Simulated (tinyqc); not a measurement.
# Worked calculation: ballistic Schottky-barrier transistor with a two-dimensional channel, WKB contacts

Numbers from tinyqc (`OMP_NUM_THREADS=1 python tinyqc.py 2390114 2390115 out.jsonl`; about 0.2 s on one thread of a shared Intel Xeon 2.30GHz). Printed values are rounded.

Source Fermi level 0, drain Fermi level -Vd. Far from the contacts Ec = pn - psi, and the gate moves psi one to one; the band edges relax as exp(-x/lam) from pn at the source and pn - Vd at the drain; Ev = Ec - Eg. A carrier of energy w inside the channel band meets at a contact a barrier of height D (the contact edge beyond the channel edge): T = 1 for w >= D, else exp(-S), S = 4 lam sqrt(m/C) [sqrt(D - w) - sqrt(w) arctan sqrt((D - w)/w)], C = hbar^2/(2 m0). The two contacts combine as Ts Td/(Ts + Td - Ts Td).

Parameters, values chosen for the exercise; channel values close to those of an ultrathin silicon body with silicide contacts:
- T = 250 K (temperature)
- Eg = 1.12 eV (band gap)
- pn = 0.38 eV (barrier for electrons at both contacts)
- mn = 0.19 m0 (electron mass)
- mp = 0.25 m0 (hole mass)
- g = 2 (valleys or subbands)
- lam = 2.1 nm (screening length at the contacts)
- Vd = 0.3 V (drain bias)
- ps = 0.24 V (band shift psi of the channel by the gate)
- w0 = 0.12 eV (energy of one carrier inside the channel band)
- wm = 0.39 eV (upper end of the grid)
- nE = 17 (points of the grid)

Constants: q = 1.602176634e-19 C, kB = 1.380649e-23 J/K, hbar = 1.054571817e-34 J s, h = 6.62607015e-34 J s, m0 = 9.1093837015e-31 kg, Vt = kB T/q, hbar^2/(2 m0) = 0.0380998212 eV nm^2. Results are converted to the units shown.

Range of the model: No scattering, image-force lowering, channel charge or band-to-band tunnelling; parabolic kappa overstates S deep in the gap.

## Band edges and barriers

Electrons: Ds = psi, Dd = psi - Vd, Es = Ec, Ed = Ec + Vd. Holes: Ds = -psi, Dd = Vd - psi, Es = -Ev, Ed = -Ev - Vd. The size of each current is taken; both flow from drain to source and add.

Ec = 0.14 eV
Ev = -0.98 eV
D for electrons (eV): source 0.240000, drain -0.060000
D for holes (eV): source -0.240000, drain 0.060000

A negative D is no barrier. Here the electrons carry the larger current.

## Transmission of one of the electrons

S and T at both contacts for w = w0, and the tunnelling distance lam ln(D/w) at the higher barrier.

S at the source = 1.39450
S at the drain = 0
combined T = 0.247957
tunnelling distance = 1.45561 nm

## Current of the electrons on a coarse grid

I/W = g (2 q^2/h) int T(w) [N(Es + w) - N(Ed + w)] dw with w the energy of motion along the channel, N(y) = (1/2 pi) sqrt(pi m kB T/C) Fm(-y/kB T), Fm(x) = (1/sqrt(pi)) int_0^infinity u^(-1/2)/(1 + exp(u - x)) du. Electrons: Ds = psi, Dd = psi - Vd, Es = Ec, Ed = Ec + Vd. Holes: Ds = -psi, Dd = Vd - psi, Es = -Ev, Ed = -Ev - Vd. The size of each current is taken; both flow from drain to source and add. Simpson's rule on nE equally spaced w from 0 to wm.

| point | w (eV) | Ts | Td | T | size of the supply difference (1/um) |
|---|---|---|---|---|---|
| 0 | 0.000000 | 1.02088e-4 | 1 | 1.02088e-4 | 0.139068 |
| 1 | 0.024375 | 0.00634487 | 1 | 0.00634487 | 0.0448914 |
| 2 | 0.048750 | 0.0264091 | 1 | 0.0264091 | 0.0144839 |
| 3 | 0.073125 | 0.0698762 | 1 | 0.0698762 | 0.00467240 |
| 4 | 0.097500 | 0.145377 | 1 | 0.145377 | 0.00150720 |
| 5 | 0.121875 | 0.257952 | 1 | 0.257952 | 4.86180e-4 |
| 6 | 0.146250 | 0.406422 | 1 | 0.406422 | 1.56827e-4 |
| 7 | 0.170625 | 0.581334 | 1 | 0.581334 | 5.05873e-5 |
| 8 | 0.195000 | 0.763651 | 1 | 0.763651 | 1.63179e-5 |
| 9 | 0.219375 | 0.923152 | 1 | 0.923152 | 5.26363e-6 |
| 10 | 0.243750 | 1 | 1 | 1 | 1.69788e-6 |
| 11 | 0.268125 | 1 | 1 | 1 | 5.47682e-7 |
| 12 | 0.292500 | 1 | 1 | 1 | 1.76665e-7 |
| 13 | 0.316875 | 1 | 1 | 1 | 5.69865e-8 |
| 14 | 0.341250 | 1 | 1 | 1 | 1.83820e-8 |
| 15 | 0.365625 | 1 | 1 | 1 | 5.92946e-9 |
| 16 | 0.390000 | 1 | 1 | 1 | 1.91266e-9 |

current = 0.00561550 uA/um

A converged quadrature gives 0.005616 uA/um; this grid is within 0.01 % of that. 0.120 % of it passes over both barriers, the rest tunnels. The other carrier adds 2.05e-12 uA/um.
